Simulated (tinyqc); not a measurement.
## Barrier height from two thicknesses

Problem. Through a thick flat barrier T = c exp(-2 kappa t) with a prefactor c that does not depend on t, and kappa = sqrt(m1 phi1/C), C = hbar^2/(2 m0). Find kappa, the decades lost for each nanometre, c and phi1.

Values chosen for this exercise:
```
symbol  value  unit                     meaning
m1       0.41    m0  tunnelling mass of layer 1
```

Constants: q = 1.602176634e-19 C, hbar = 1.054571817e-34 J s, m0 = 9.1093837015e-31 kg, hbar^2/(2 m0) = 0.0380998212 eV nm^2. Results are converted to the units shown.

T at t = 1.3 and 2.4 nm: [4.2625412e-6, 4.1193102e-11]

Answer. The ratio of the two values removes c: kappa = ln(T_a/T_b)/(2 (t_b - t_a)).

kappa = 5.249 1/nm
decades a nanometre = 4.559
c = 3.600
phi1 = 2.560 eV

tinyqc, about 0.04 s, one thread, Intel Xeon 2.30GHz (shared host): `OMP_NUM_THREADS=1 python tinyqc.py 2540002 2540003 out.jsonl`
